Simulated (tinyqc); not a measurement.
Thermally averaged conductivity mass under biaxial (001) stress: six-band Luttinger-Kohn model with strain.

Six-band Luttinger-Kohn model in the basis |3/2,3/2>, |3/2,1/2>, |3/2,-1/2>, |3/2,-3/2>, |1/2,1/2>, |1/2,-1/2>, electron energies, zero at the top of the unstrained valence band. H = -[rows: (P+Q, -S, R, 0, -S/r2, r2 R); (-S*, P-Q, 0, R, -r2 Q, r32 S); (R*, 0, P-Q, S, r32 S*, r2 Q); (0, R*, S*, P+Q, -r2 R*, -S*/r2); (-S*/r2, -r2 Q, r32 S, -r2 R, P+Dso, 0); (r2 R*, r32 S*, r2 Q, -S/r2, 0, P+Dso)], r2 = sqrt(2), r32 = sqrt(3/2). Levels are twofold.

P = c g1 k^2 - av tr(e); Q = c g2 (kx^2 + ky^2 - 2 kz^2) - (b/2)(exx + eyy - 2 ezz); R = c sqrt3 [-g2 (kx^2 - ky^2) + 2i g3 kx ky] + (sqrt3/2) b (exx - eyy) - i d exy; S = 2 c sqrt3 g3 (kx - i ky) kz - d (exz - i eyz); c = hbar^2/2m0, e the strain tensor (not engineering shear).

s11 = (C11 + C12)/((C11 - C12)(C11 + 2 C12)), s12 = -C12/((C11 - C12)(C11 + 2 C12)), s44 = 1/C44; exx = s11 sxx + s12 (syy + szz) and cyclic, exy = s44 sxy/2; tension is positive. A uniaxial stress X along the unit vector n is s_ij = X n_i n_j.

Constants: hbar^2/2m0 = 3.80998211 eV angstrom^2; kB = 8.617333262e-05 eV/K.

Values chosen for the exercise (near those of Ge; not measured data):

| symbol | value | unit | meaning |
|---|---|---|---|
| Dso | 0.302 | eV | spin-orbit splitting |
| g1 | 13.56 |  | Luttinger gamma1 |
| g2 | 4.24 |  | gamma2 |
| g3 | 5.69 |  | gamma3 |
| av | 1.23 | eV | valence hydrostatic potential |
| b | -2.4 | eV | tetragonal shear potential |
| d | -5.24 | eV | trigonal shear potential |
| C11 | 135.2 | GPa |  |
| C12 | 47.6 | GPa |  |
| C44 | 63.6 | GPa |  |
| load | biaxial (001) |  | kind of stress |
| T | 300 | K | temperature |

Non-degenerate holes: weights exp(E/kT) on a 16 x 16 x 16 grid of midpoints in the cube |k_i| < 0.2 1/angstrom; 1/m_c = <(dE/dk_u)^2>/(hbar^2 kT) along [110], over all six bands. With an unchanged scattering time the mobility goes as 1/m_c.

Averages:

| X (GPa) | share of the top pair | m_c (m0) | gain m_c(0)/m_c |
|---|---|---|---|
| -2.10 | 0.992 | 0.167 | 1.358 |
| -0.70 | 0.970 | 0.222 | 1.022 |
| 0.00 | 0.957 | 0.227 | 1.000 |
| 0.70 | 0.973 | 0.239 | 0.951 |
| 2.10 | 0.998 | 0.230 | 0.989 |

What can be read from this table?

The largest gain from mass alone is 1.36 at X = -2.10 GPa, where the top pair holds 99 % of the holes (96 % without stress); the opposite end of the sweep gives 0.99; the grid is good to about 0.02 in these ratios. The average reaches energies of a few kT, beyond the range of the edge curvature, and changes of scattering are left out.

Run: tinyqc, `OMP_NUM_THREADS=1 python tinyqc.py 1050245 1050246 out.jsonl`; Intel(R) Xeon(R) Processor @ 2.30GHz, one thread, shared host; about 0.2 s of CPU time with all checks.
